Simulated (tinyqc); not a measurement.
Empirical pseudopotential in a few plane waves, step by step. Computed by tinyqc, a small Python program that keeps every step. Settings: plane-wave index or count = 15. Command: `OMP_NUM_THREADS=1 python tinyqc.py 20947 20948 out.jsonl` (the two numbers bound the seeds that draw the settings). One thread of a shared host (Intel(R) Xeon(R) Processor @ 2.60GHz), about 0.2 s of CPU time with the checks.

## Bloch Hamiltonian at G

Parameters chosen for this model: fcc lattice, atoms at +/- a/8 (1,1,1); form factors in rydberg at |G|^2 in units of (2 pi/a)^2:
```
parameter                 value      unit
a                      6.000000  angstrom
VS(3)                 -0.224000        Ry
VS(8)                  0.033000        Ry
VS(11)                 0.036000        Ry
VA(3)                  0.121000        Ry
VA(4)                  0.098000        Ry
VA(11)                 0.025000        Ry
hbar^2/2m (2 pi/a)^2   4.178113        eV
```

k point G (2 pi / a): 0  0  0

Basis: the 15 shortest G (labels in 2 pi/a), the same at every k. H(G,G') = c |k + G|^2 delta + VS(|G-G'|^2) cos((G-G').tau) + i VA sin((G-G').tau), tau = a/8 (1,1,1); 1 Ry = 13.605693 eV.

H(k) at G (eV), lower triangle (Hermitian):
```
                     +0+0+0               -1-1-1               -1-1+1               -1+1-1
+0+0+0             0.000000
-1-1-1   2.155032-1.164102i            12.534338
-1-1+1  -2.155032-1.164102i   0.000000+1.333358i            12.534338
-1+1-1  -2.155032-1.164102i   0.000000+1.333358i             0.448988            12.534338
-1+1+1  -2.155032+1.164102i            -0.448988   0.000000+1.333358i   0.000000+1.333358i
+1-1-1  -2.155032-1.164102i   0.000000+1.333358i             0.448988             0.448988
+1-1+1  -2.155032+1.164102i            -0.448988   0.000000+1.333358i             0.000000
+1+1-1  -2.155032+1.164102i            -0.448988             0.000000   0.000000+1.333358i
+1+1+1   2.155032+1.164102i             0.000000            -0.448988            -0.448988
-2+0+0   0.000000-1.333358i  -2.155032+1.164102i  -2.155032-1.164102i  -2.155032-1.164102i
+0-2+0   0.000000-1.333358i  -2.155032+1.164102i  -2.155032-1.164102i   0.346344-0.240517i
+0+0-2   0.000000-1.333358i  -2.155032+1.164102i   0.346344-0.240517i  -2.155032-1.164102i
+0+0+2   0.000000+1.333358i  -0.346344-0.240517i   2.155032+1.164102i  -0.346344+0.240517i
+0+2+0   0.000000+1.333358i  -0.346344-0.240517i  -0.346344+0.240517i   2.155032+1.164102i
+2+0+0   0.000000+1.333358i  -0.346344-0.240517i  -0.346344+0.240517i  -0.346344+0.240517i

                     -1+1+1               +1-1-1               +1-1+1               +1+1-1
-1+1+1            12.534338
+1-1-1             0.000000            12.534338
+1-1+1             0.448988   0.000000+1.333358i            12.534338
+1+1-1             0.448988   0.000000+1.333358i             0.448988            12.534338
+1+1+1   0.000000+1.333358i            -0.448988   0.000000+1.333358i   0.000000+1.333358i
-2+0+0   2.155032-1.164102i   0.346344-0.240517i  -0.346344-0.240517i  -0.346344-0.240517i
+0-2+0  -0.346344-0.240517i  -2.155032-1.164102i   2.155032-1.164102i  -0.346344-0.240517i
+0+0-2  -0.346344-0.240517i  -2.155032-1.164102i  -0.346344-0.240517i   2.155032-1.164102i
+0+0+2  -2.155032+1.164102i  -0.346344+0.240517i  -2.155032+1.164102i   0.346344+0.240517i
+0+2+0  -2.155032+1.164102i  -0.346344+0.240517i   0.346344+0.240517i  -2.155032+1.164102i
+2+0+0   0.346344+0.240517i   2.155032+1.164102i  -2.155032+1.164102i  -2.155032+1.164102i

                     +1+1+1     -2+0+0     +0-2+0     +0+0-2
+1+1+1            12.534338
-2+0+0  -0.346344+0.240517i  16.712451
+0-2+0  -0.346344+0.240517i   0.448988  16.712451
+0+0-2  -0.346344+0.240517i   0.448988   0.448988  16.712451
+0+0+2  -2.155032-1.164102i  -0.448988  -0.448988   0.000000
+0+2+0  -2.155032-1.164102i  -0.448988   0.000000  -0.448988
+2+0+0  -2.155032-1.164102i   0.000000  -0.448988  -0.448988

           +0+0+2     +0+2+0     +2+0+0
+0+0+2  16.712451
+0+2+0   0.448988  16.712451
+2+0+0   0.448988   0.448988  16.712451
```

## Levels at G

Diagonalise the Hermitian matrix.

eigenvalues (eV): -5.300339  7.820395  7.820395  7.820395  10.108304  13.058576  13.058576  13.058576  15.814475  15.814475  18.156053  20.004181  20.004181  20.004181  23.306989

## Bands along a path

The same steps at evenly spaced points between the labelled ones.

Bands along the path (eV), lowest eight:
```
k            band 1    band 2    band 3    band 4     band 5     band 6     band 7     band 8
L         -3.998678  3.736919  7.561420  7.561420  11.107513  13.186304  13.186304  17.162898
L-G 0.33  -4.605503  4.645786  7.494142  7.494142  11.077687  13.298020  13.298020  15.837306
L-G 0.67  -5.110400  6.377805  7.679925  7.679925  11.057279  13.386818  13.386818  13.486646
G         -5.300339  7.820395  7.820395  7.820395  10.108304  13.058576  13.058576  13.058576
G-X 0.33  -5.046932  6.437500  7.343911  7.343911  11.711045  12.298724  14.155300  14.155300
G-X 0.67  -4.372154  4.830803  6.715311  6.715311  10.920459  11.905876  16.002722  16.596405
X         -3.570260  3.888804  6.643851  6.643851  10.516931  11.532771  19.680302  19.680302
```

With 4 band(s) filled, the highest filled level on these points lies at G and the lowest empty one at G: a gap of 2.2879 eV, direct. This holds for the small fixed basis; with all plane waves up to |k + G|^2 = 21 (2 pi/a)^2 the gap along the path is 1.98 eV.

## Convergence with the number of plane waves

Levels at G counted from the fourth one.

Levels (eV):
```
plane waves     level 1   level 5   level 8
9            -14.233560  2.305860  2.666716
15           -13.120734  2.287909  5.238182
27           -12.127293  1.987882  5.793078
51           -11.757188  1.922096  5.968859
59           -11.682083  1.967182  5.800919
65           -11.667339  1.965845  5.790508
89           -11.660674  1.967552  5.795583
```
